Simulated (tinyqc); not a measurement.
Planar metal-insulator-metal capacitor: capacitance, non-linearity, leakage and relaxation: one step of the calculation.

A film between two metal electrodes, each interface adding a series capacitance ci. The small-signal permittivity is ek (1 + aq E^2); the field is found with the linear permittivity. Leakage J = J0 sinh(E/Ef). After a voltage step the film passes a relaxation current kr C V tt^(-nr), tt being the time in seconds.

Problem. Planar capacitance, field and non-linearity. Planar film: Cf = eps0 ek/t, 1/C = 1/Cf + 2/ci, EOT = 3.9 eps0/C, effective permittivity C t/eps0, E = (V/t) C/Cf; quadratic coefficient [C(V)/C - 1]/V^2 with Cf (1 + aq E^2) in C(V).

Inputs (values chosen for the exercise); permittivity of the order of that of zirconium oxide:
```
symbol    value       unit                                                             meaning
ek         32.7                                              relative permittivity of the film
t            14         nm                                                      film thickness
ci         1000    uF/cm^2  capacitance of each electrode interface (dead layer and screening)
aq       0.0089  cm^2/MV^2                     quadratic field coefficient of the permittivity
V           0.6          V                                                                bias
J0      1.6e-10     A/cm^2                                                   leakage prefactor
Ef         0.28      MV/cm                             field for an e-fold rise of the leakage
```

Constants: eps0 = 8.8541878128e-14 F/cm where lengths are in cm. Results are converted to the units shown.

Find: Cf; C; EOT; effective permittivity; E; quadratic coefficient; J.

Solution.

Cf = 2.0681 uF/cm^2
C = 2.0596 uF/cm^2
EOT = 1.6766 nm
effective permittivity = 32.565
E = 0.42681 MV/cm
quadratic coefficient = 4484.9 ppm/V^2
J = 3.4994e-10 A/cm^2

The interfaces take 0.412 % of the voltage.

Program tinyqc, `OMP_NUM_THREADS=1 python tinyqc.py 2102033 2102034 out.jsonl`; Intel Xeon 2.30GHz, shared host, one thread, about 0.01 s.
